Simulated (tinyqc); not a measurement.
# Ion-assisted plasma etching: sheath, surface coverage, synergy and aspect-ratio dependence, step by step

A worked calculation. Computed by tinyqc, a small Python program that keeps every step. Command: `OMP_NUM_THREADS=1 python tinyqc.py 3015333 3015334 out.jsonl etch walk`. One thread of a shared host (Intel(R) Xeon(R) Processor @ 2.30GHz), about 0.04 s of CPU time with the checks. Intermediate numbers are printed to about 6 digits and carried at full precision; extremes and crossings named in words are read from the listed rows.

Radicals adsorb on bare sites; ions remove covered sites with a high yield and bare sites by sputtering; a slow spontaneous reaction acts everywhere, walls included.

Inputs (values chosen for the exercise, close to those used for silicon in a halogen plasma):
```
quantity                                value       unit
plasma density n_e                    8.4e+10     1/cm^3
electron temperature T_e                  4.1         eV
ion mass M_i                               71          u
sheath voltage V                          390          V
radical density n                     9.2e+12     1/cm^3
radical mass M_n                         35.5          u
gas temperature T_g                       350          K
sticking coefficient s                  0.085          -
radicals per removed unit x                 2          -
yield slope b                            0.33  eV^(-1/2)
threshold E_th                             20         eV
sputter slope b_p                       0.014  eV^(-1/2)
sputter threshold E_p                      34         eV
spontaneous reaction probability k_c  0.00031          -
solid density N                         5e+22     1/cm^3
ion temperature T_i                      0.36         eV
aspect ratio A                             12          -
```

Feature: round hole.

Constants: e = 1.602176634e-19 C; u = 1.6605390666e-27 kg; k_B = 1.380649e-23 J/K; eps_0 = 8.8541878128e-12 F/m.

## Fluxes

Bohm speed u_B = sqrt(e T_e/M_i); ion flux G_i = 0.61 n_e u_B; radical flux G_n = n c/4 with c = sqrt(8 k_B T_g/(pi M_n)).

Bohm speed = 236044 cm/s

ion flux G_i = 1.20949e+16 1/(cm^2 s)

radical speed c = 45688.5 cm/s

radical flux G_n = 1.05084e+17 1/(cm^2 s)

flux ratio G_n/G_i = 8.68825

## Sheath and ion angles

Debye length lambda_D = sqrt(eps_0 T_e/(e n_s)) with n_s = 0.61 n_e, T_e in volts; Child-law sheath d = (sqrt2/3) lambda_D (2 V/T_e)^(3/4); ion energy E = V + T_e/2; angular spread = arctan(sqrt(T_i/E)).

Debye length = 66.4977 um

sheath thickness = 1605.77 um

ion energy E = 392.05 eV

angular spread = 1.73568 degrees

## Yields

Yields: Y = b (sqrt(E) - sqrt(E_th)) on covered sites, Y_p = b_p (sqrt(E) - sqrt(E_p)) on bare ones (zero below threshold).

yield Y = 5.05828

sputter yield Y_p = 0.195570

## Open-field etch rate

Steady coverage: s G_n (1 - theta) = x Y G_i theta; removal flux = Y G_i theta + Y_p G_i (1 - theta) + k_c G_n; rate = flux/N, 1 cm/s = 6e8 nm/min. Lateral rate = k_c G_n/N; anisotropy = 1 - lateral/vertical; synergy = vertical/(ions alone + radicals alone), with ions alone Y_p G_i/N and radicals alone the lateral rate.

coverage theta = 0.0680329

vertical rate = 76.7912 nm/min

lateral rate = 0.390911 nm/min

anisotropy = 0.994909

synergy = 2.66861

The surface is nearly bare: radicals limit the ion-assisted part, and sputtering gives 34 % of the rate.

## Rate at the floor of the feature

Transmission of a round hole: K = 1/(1 + 3A/4), walls that scatter diffusely without loss. With a loss probability S = s (1 - theta) at the floor, G_b/G_n = K/(K + S - K S); theta follows G_b, and the two are solved together. Ions are taken to reach the floor unshadowed; G_b replaces G_n in every term of the rate; A is depth over diameter.

transmission K = 0.1

G_b/G_n = 0.576669

coverage at the floor = 0.0403959

rate at the floor = 57.1204 nm/min

floor rate over open-field rate = 0.743840

The lag is 26 %.

## Etch lag against aspect ratio

The formulas are those given above.

Floor of the feature:
```
A             K   G_b/G_n      theta  rate (nm/min)  relative rate
0.5    0.727273  0.971095  0.0661966        75.4839       0.982976
1.0    0.571429  0.943716  0.0644505        74.2409       0.966789
2.0    0.400000  0.893099  0.0612053        71.9307       0.936705
5.0    0.210526  0.768152  0.0530972        66.1594       0.861549
10.0   0.117647  0.621177  0.0433785        59.2428       0.771479
20.0   0.062500  0.447494  0.0316334        50.8856       0.662649
50.0   0.025974  0.242004  0.0173594        40.7312       0.530415
100.0  0.013158  0.136762  0.0098848        35.4147       0.461182
```

K falls by a factor 55.3 over the rows and the rate by 2.13. Among these rows the rate stays within 10 % of the open-field value up to A = 2, with an open-field coverage below one half; sputtering, which needs no radicals, carries much of the rate in the last rows. Caution: rows with A above about 1/(2 tan(ion spread)) or 1/sqrt(k_c), often 10 to 30, are formal: ion shadowing, radical loss on the walls, redeposition of sputtered material and, in fluorocarbon plasmas, polymer growth are left out and add to the lag.

## Yield per ion against the flux ratio

The ion flux is fixed and the radical flux set by the ratio; the removal per ion is the removal flux over G_i.

Open field:
```
G_n/G_i        theta  rate (nm/min)  removal per ion
0.3      2.51428e-03         30.173          0.20789
1        8.33206e-03         34.310          0.23640
3        2.45865e-02         45.872          0.31606
10       7.75084e-02         83.538          0.57557
30       2.01318e-01        171.818          1.18382
100      4.56583e-01        355.126          2.44680
300      7.15959e-01        547.184          3.77007
1000     8.93640e-01        704.081          4.85108
3000     9.61841e-01        842.201          5.80272
```

Coverage reaches one half at G_n/G_i = x Y/s = 119. Below that the ion-assisted part follows the radical flux, on top of the sputter floor Y_p = 0.196; above it the ion-assisted part saturates at Y = 5.06 per ion, and the further rise to 5.80 comes from the spontaneous reaction, which costs anisotropy.

Checks made by the program: series form 1/R = 1/(Y G_i) + x/(s G_n) of the ion-assisted part (relative difference below 1e-10).
